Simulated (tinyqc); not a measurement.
Capacitance of parallel on-chip lines from Laplace's equation on a mesh: course of the relaxation.

Cross-section of an endless row of equal lines between two grounded planes; neighbours are driven in antiphase (+1 V and -1 V), so the plane midway between two lines is at 0 V. By symmetry one quarter is solved: x runs from the centre of a line (column 0, mirror) to that midplane (column 5, 0 V), y from the mid-height of the line (row 0, mirror) to the ground plane (row 5, 0 V). The line fills columns 0 to 2 and rows 0 to 2 at 1 V. Cells beside the line (below row 2) have e2, cells above have e1. Each link between nodes has the conductance g = mean permittivity of the two cells beside it (a cell beyond a mirror counts as 0), and the free nodes obey sum g (V_neighbour - V) = 0.

gx[j, i] joins node (row j, column i) to column i + 1, gy[j, i] to row j + 1.

One sweep visits the free nodes row by row from row 0, left to right, and replaces V by V + om (weighted mean of the neighbours - V), using new values at once.

Stop when no node changes by 1e-7 V. C = 4 eps0 sum g (difference of V along the link)^2, in aF/um.

Parameters, values chosen for the exercise:
```
symbol,value,unit,meaning
e1,3.9,,relative permittivity above and below the lines
e2,2,,relative permittivity between the lines
om,1.2,,over-relaxation factor
```

V at the start (V):

|  | col 0 | col 1 | col 2 | col 3 | col 4 | col 5 |
|---|---|---|---|---|---|---|
| row 0 | 1 | 1 | 1 | 0 | 0 | 0 |
| row 1 | 1 | 1 | 1 | 0 | 0 | 0 |
| row 2 | 1 | 1 | 1 | 0 | 0 | 0 |
| row 3 | 0 | 0 | 0 | 0 | 0 | 0 |
| row 4 | 0 | 0 | 0 | 0 | 0 | 0 |
| row 5 | 0 | 0 | 0 | 0 | 0 | 0 |

Course of the iteration:

| sweep | C (aF/um) | largest change (V) |
|---|---|---|
| 1 | 278.915 | 0.417 |
| 2 | 234.720 | 0.201 |
| 3 | 227.596 | 0.0888 |
| 4 | 226.679 | 0.0335 |
| 5 | 226.578 | 0.0117 |
| 6 | 226.566 | 4.30e-3 |
| 7 | 226.565 | 1.21e-3 |
| 8 | 226.565 | 3.97e-4 |
| 9 | 226.565 | 1.22e-4 |
| 10 | 226.565 | 3.99e-5 |
| 11 | 226.565 | 1.26e-5 |
| 12 | 226.565 | 3.97e-6 |
| 13 | 226.565 | 1.26e-6 |
| 14 | 226.565 | 4.00e-7 |
| 15 | 226.565 | 1.27e-7 |
| 16 | 226.565 | 4.01e-8 |

Did this iteration meet its convergence test, and what does its course show?

Yes. Converged in 16 sweeps. Over the last four sweeps the change shrinks by about 0.32 a sweep. C comes down from above, since the solution minimises the energy.

Program tinyqc, `OMP_NUM_THREADS=1 python tinyqc.py 2790205 2790206 out.jsonl`; Intel Xeon 2.30GHz, shared host, one thread, about 0.6 s.
